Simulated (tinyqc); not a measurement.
Free-carrier optics of a doped semiconductor (Drude model with one polar phonon): one step. Coupled plasmon-phonon modes. Five cases, with inputs chosen for the exercise.

Problem. Without damping eps = 0 gives E^4 - (wL^2 + Ep^2) E^2 + Ep^2 wT^2 = 0 with wL = wT sqrt(es/ei) (Lyddane-Sachs-Teller).

Case 1.

Values chosen (out of a larger set: mass and dielectric values near those of GaAs; N and mu are free inputs; interband absorption and the rise of the mass with filling are left out; not measured data): wT = 33.4 meV (TO phonon); es = 13.2 (static dielectric constant); ei = 11.16 (high-frequency dielectric constant).

Ep = 25.2055 meV

Case 2.

Values chosen (out of a larger set: mass and dielectric values near those of GaN; N and mu are free inputs; interband absorption and the rise of the mass with filling are left out; not measured data): wT = 68.5 meV (TO phonon); es = 9.26 (static dielectric constant); ei = 5.29 (high-frequency dielectric constant).

Ep = 53.5575 meV

Case 3.

Values chosen (out of a larger set: mass and dielectric values near those of InSb; N and mu are free inputs; interband absorption and the rise of the mass with filling are left out; not measured data): wT = 22.3 meV (TO phonon); es = 16.55 (static dielectric constant); ei = 15.42 (high-frequency dielectric constant).

Ep = 39.8707 meV

Case 4.

Values chosen (out of a larger set: mass and dielectric values near those of GaP; N and mu are free inputs; interband absorption and the rise of the mass with filling are left out; not measured data): wT = 44.8 meV (TO phonon); es = 10.96 (static dielectric constant); ei = 8.92 (high-frequency dielectric constant).

Ep = 65.5275 meV

Case 5.

Values chosen (out of a larger set: mass and dielectric values near those of GaSb; N and mu are free inputs; interband absorption and the rise of the mass with filling are left out; not measured data): wT = 28.1 meV (TO phonon); es = 15.5 (static dielectric constant); ei = 13.98 (high-frequency dielectric constant).

Ep = 22.7553 meV

Give: wL; L-, L+.

Solution.

Case 1.

wL = 36.32 meV

L-, L+ (meV): [21.93, 38.39]

L+ lies 2.07 meV above the larger of wL and Ep; L- lies below wT by 11.47 meV.

Case 2.

wL = 90.63 meV

L-, L+ (meV): [37.26, 98.46]

L+ lies 7.83 meV above the larger of wL and Ep; L- lies below wT by 31.24 meV. The carrier damping, Gam = 97.2 meV, exceeds Ep here, so the plasmon-like mode is strongly broadened and mainly the phonon-like one would be seen.

Case 3.

wL = 23.10 meV

L-, L+ (meV): [21.94, 40.52]

L+ lies 0.65 meV above the larger of wL and Ep; L- lies below wT by 0.36 meV.

Case 4.

wL = 49.66 meV

L-, L+ (meV): [41.29, 71.10]

L+ lies 5.57 meV above the larger of wL and Ep; L- lies below wT by 3.51 meV.

Case 5.

wL = 29.59 meV

L-, L+ (meV): [20.50, 31.19]

L+ lies 1.61 meV above the larger of wL and Ep; L- lies below wT by 7.60 meV.

Computed by tinyqc, one run a case: `OMP_NUM_THREADS=1 python tinyqc.py N N+1 out.jsonl` with N = 1652362, 1652601, 1680195, 1680423, 1680756; one thread of a shared Intel(R) Xeon(R) Processor @ 2.30GHz, about 0.01 s a run at most.
